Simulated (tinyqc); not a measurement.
# Changing the Huang-Rhys factor S

Model: non-radiative capture by multiphonon emission, one effective mode. Computed by tinyqc, a small Python program. Command: `OMP_NUM_THREADS=1 python tinyqc.py 3023869 3023870 out.jsonl capture sweep`. One thread of a shared host (Intel(R) Xeon(R) Processor @ 2.30GHz), about 0.05 s of CPU time with the checks.

The initial state (free carrier plus empty centre) lies dE above the final state; both have the same frequency and are displaced by dQ.

Inputs (values chosen for the exercise, with mass, screening and phonons like those of silicon): energy released dE = 0.365 eV; phonon energy hbar omega = 28.2 meV; electron-phonon coupling W = 0.006 eV/(u^(1/2) angstrom); cell volume V = 1410 angstrom^3; degeneracy g = 4; broadening b = 25 meV; carrier mass m = 0.786 m_0; temperature T = 200 K; defect density N_t = 2e+16 cm^-3.

Centre: neutral.

Constants: hbar^2/u = 4.18015928e-03 eV angstrom^2; k_B = 8.617333262e-05 eV/K; hbar = 6.582119569e-16 eV s; k_B = 1.380649e-23 J/K; m_0 = 9.1093837015e-31 kg.

Method:
- dQ = sqrt(2 S (hbar^2/u)/hbar omega); relaxation energy lambda = S hbar omega; phonons needed P = dE/hbar omega; classical barrier E_b = (dE - lambda)^2/(4 lambda); occupation n = 1/(exp(hbar omega/k_B T) - 1).
- Huang-Rhys weight for a net emission of p phonons: L_p = exp(-S (2n + 1)) ((n + 1)/n)^(p/2) I_p(2 S sqrt(n (n + 1))), I_p the modified Bessel function.
- M_p = sum_m w_m <m_i|Q|(m + p)_f>^2 with Q counted from the final minimum and Boltzmann weights w_m for m = 0..24; <m_i|Q|k_f> = sqrt((hbar^2/u)/(2 hbar omega)) [sqrt(k) <m|k-1> + sqrt(k+1) <m|k+1>], with overlaps of oscillators displaced by d = sqrt(2 S) summed on 1500 points from -16 to 16 + d.
- The delta function is a Gaussian of standard deviation b at dE - p hbar omega.
- C_0 = V (2 pi/hbar) g W^2 sum_p M_p Gaussian_p. The sum runs over the seven p from round(P) - 3 to round(P) + 3; 1 angstrom^3 = 1e-24 cm^3.
- For a neutral centre the Sommerfeld factor is 1.
- C = s C_0; v = sqrt(3 k_B T/m); sigma = C/v; tau = 1/(C N_t).

One run for each value:
```
Huang-Rhys factor S  capture coefficient C (cm^3/s)  classical barrier E_b (eV)  dQ (u^(1/2) angstrom)
3.1                                      5.7450e-11                  2.2035e-01                 0.9587
3.9                                      2.8699e-10                  1.4783e-01                 1.0753
4.9                                      1.1842e-09                  9.3080e-02                 1.2053
6.1                                      3.7459e-09                  5.4123e-02                 1.3448
7.7                                      9.7441e-09                  2.5171e-02                 1.5109
9.6                                      1.7861e-08                  8.2084e-03                 1.6870
12.0                                     2.3434e-08                  5.2272e-04                 1.8862
15.0                                     2.0807e-08                  1.9882e-03                 2.1088
19.0                                     1.1319e-08                  1.3612e-02                 2.3734
```

Over the rows, capture coefficient C (cm^3/s) goes from 5.74e-11 through a maximum among these rows, 2.34e-8 at 12.0, to 1.13e-8; classical barrier E_b (eV) goes from 0.220 through a minimum among these rows, 5.23e-4 at 12.0, to 0.0136; dQ (u^(1/2) angstrom) rises from 0.959 to 2.37 (exponent d ln y / d ln x about 0.50 throughout). The barrier vanishes where S equals the number of phonons needed, dE/hbar omega = 12.9.

Caution (rows 3.10, 3.90, 4.90): the largest term is not the one nearest energy conservation, so C_0 depends strongly on the broadening b.

Extremes, crossings and ranges named in words are read from the listed rows.
